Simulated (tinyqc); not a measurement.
# AlGaN/GaN HEMT with access regions, lumped model: what changes with what

A polarisation-induced electron sheet under a Schottky gate, in series with two ungated access regions and contacts. Drift law v = mu E/(1 + mu E/vs) under the gate. Currents in mA/mm, resistances in ohm mm. No self-heating, no channel-length modulation; fits for polarisation, barrier and offset are chosen for the exercise.

Parameters, values chosen for the exercise; values close to those of AlGaN/GaN structures:
- x = 0.2 (aluminium share of the barrier)
- d = 18 nm (barrier thickness)
- eps_r = 9.5 (relative permittivity of barrier and channel)
- mu = 1700 cm^2/(V s) (channel mobility)
- vs = 1.5e7 cm/s (saturation velocity)
- Lg = 1 um (gate length)
- Ls = 1 um (source access length)
- Ld = 8 um (drain access length)
- Rc = 0.47 ohm mm (resistance of each contact)
- ft = 0 (share of the drain-access electrons removed by traps)
- Vg = 0.5 V (gate voltage)
- Ec = 2.9 MV/cm (critical field)
- te = 0.42 um (depth over which the depleted charge spreads)
- ei = 3.9 (relative permittivity of that insulator)

Constants: q = 1.602176634e-19 C, eps0 = 8.8541878128e-14 F/cm where lengths are in cm. Results are converted to the units shown.

Each table varies one quantity; the others keep the values above.

## Effect of the barrier thickness

sigma = (5e13 x + 1.6e13 x^2) cm^-2, phiB = 0.84 + 1.3 x, dEc = 0.7 (1.71 x + x^2) in volts, Cb = eps0 eps_r/d, VT = phiB - dEc - q sigma/Cb, access density n0 = -Cb VT/q. Access resistance R(L, n) = L/(q mu n sqrt(1 - (I/(q n vs))^2)); Rs = Rc + R(Ls, n0), Rd = Rc + R(Ld, (1 - ft) n0). Vg' = Vg - I Rs, Vd' = Vd - I (Rs + Rd); with u = Vg' - VT, Vc = vs Lg/mu and w the smaller of Vd' and Vc [sqrt(1 + 2 u/Vc) - 1] (0 if negative), the channel gives (mu Cb/Lg)(u w - w^2/2)/(1 + w/Vc). I equals that channel current. Isat is I at Vd = 10 V, gm = dIsat/dVg, Ron the limit of Vd/I at small Vd.

Results:
```
d (nm)   VT (V)  n0 (cm^-2)  Ron (ohm mm)  Isat (mA/mm)  gm (mS/mm)
8       -0.7887    5.176e12         7.758         356.4       357.6
11       -1.397    6.666e12         6.302         520.6       350.6
14       -2.005    7.518e12         5.726         653.1       328.1
18       -2.815    8.212e12         5.344         796.3       296.8
22       -3.626    8.653e12         5.132         912.4       269.1
33       -5.855    9.315e12         4.850          1145       212.3
```

Estimate the missing row, d = 27 nm.

Computed row:
```
d (nm)  VT (V)  n0 (cm^-2)  Ron (ohm mm)  Isat (mA/mm)  gm (mS/mm)
27      -4.639    9.021e12         4.970          1031       240.1
```

With this row back in the table: As d goes from 8 to 33 nm, Ron falls from 7.76 to 4.85 ohm mm, Isat rises from 356 to 1140 mA/mm and gm falls from 358 to 212 mS/mm. VT falls from -0.789 to -5.86 V. For d = 11 to 33 nm the power passes 5 W/mm, where self-heating, left out here, lowers the current.

## Field plate: effect of the insulator under the field plate

Off state: a depleted stretch that holds the voltage V has the peak field sqrt(k V), k = 2 q n0/(eps0 eps_r te), so one edge holds V1 = Ec^2/k. The sheet under the plate pinches off at Vf = q n0 (1/Cb + tf/(eps0 ei)); beyond it the gate edge is screened. BV = V1 if Vf >= V1, else Vf + V1, and at most Ec Ld.

The same in every row: V1 (V) = 112.91; Ec Ld (V) = 2320.0.

Field plate: effect of the insulator under the field plate:
```
tf (nm)  Vf (V)  BV (V)
29       13.864  126.78
43       19.198  132.11
64       27.199  140.11
95       39.010  151.93
140      56.155  169.07
210      82.825  195.74
310      120.92  112.91
460      178.07  112.91
```

What does the comparison show?

BV goes from 127 through a maximum of 196 (at tf = 210 nm among the rows listed) to 113 V. The plate helps (Vf < V1) in 6 of the 8 rows, and the access length caps BV in 0. The best thickness makes Vf just under V1, tf = 289 nm, where both edges reach Ec together and BV nears 2 V1.

## Effect of the source access length

Same model as above.

The same in every row: VT (V) = -2.815; n0 (cm^-2) = 8.212e12.

Effect of the source access length:
```
Ls (um)  Ron (ohm mm)  Isat (mA/mm)  gm (mS/mm)
0.1             4.941         920.8       358.7
0.3             5.031         888.9       341.7
0.6             5.165         846.1       320.2
1               5.344         796.3       296.8
1.5             5.567         743.2       273.2
2.5             6.014         658.0       237.6
4               6.685         564.3       200.6
```

Read the table: what changes, and by how much?

As Ls goes from 0.1 to 4 um, Ron rises from 4.94 to 6.69 ohm mm, Isat falls from 921 to 564 mA/mm and gm falls from 359 to 201 mS/mm. The ceiling Cb vs is 701 mS/mm. In every row the power passes 5 W/mm, where self-heating, left out here, lowers the current.

Program tinyqc, `OMP_NUM_THREADS=1 python tinyqc.py 2570062 2570063 out.jsonl`; Intel Xeon 2.30GHz, shared host, one thread, about 0.01 s.
